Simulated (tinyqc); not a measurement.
Solubility, supersaturation, precipitation and gettering of an impurity in a silicon-like host: one step, computed by the program tinyqc.

The wafer was saturated at T1 and is then held at T.

Problem. Solubility, diffusivity, supersaturation. C_eq(T) = N0 exp(S/k_B - H/(k_B T)); D(T) = D0 exp(-Q/(k_B T)); C0 = C_eq(T1). Supersaturation s = C0/C_eq(T); critical radius r* = 2 gamma/(C_p k_B T ln s); barrier W* = (4 pi/3) gamma r*^2. Strain energy is left out.

Inputs (values chosen for the exercise, for a model impurity): site density N0 = 5e+22 1/cm^3; enthalpy of solution H = 1.35 eV; entropy of solution S = 0.58 k_B; diffusion prefactor D0 = 0.14 cm^2/s; migration energy Q = 2.32 eV; temperature of saturation T1 = 1425 K; anneal temperature T = 1254 K; impurity density in the precipitate C_p = 3.8e+22 1/cm^3; interface energy gamma = 0.68 J/m^2.

Constants: k_B = 8.617333262e-05 eV/K; k_B = 1.380649e-23 J/K.

Give: C0; C_eq(T); D(T); supersaturation s; critical radius r*; W*/(k_B T).

Solution.

C0 = 1.501e+18 1/cm^3

C_eq(T) = 3.352e+17 1/cm^3

D(T) = 6.640e-11 cm^2/s

supersaturation s = 4.478

critical radius r* = 1.379 nm

W*/(k_B T) = 312.8
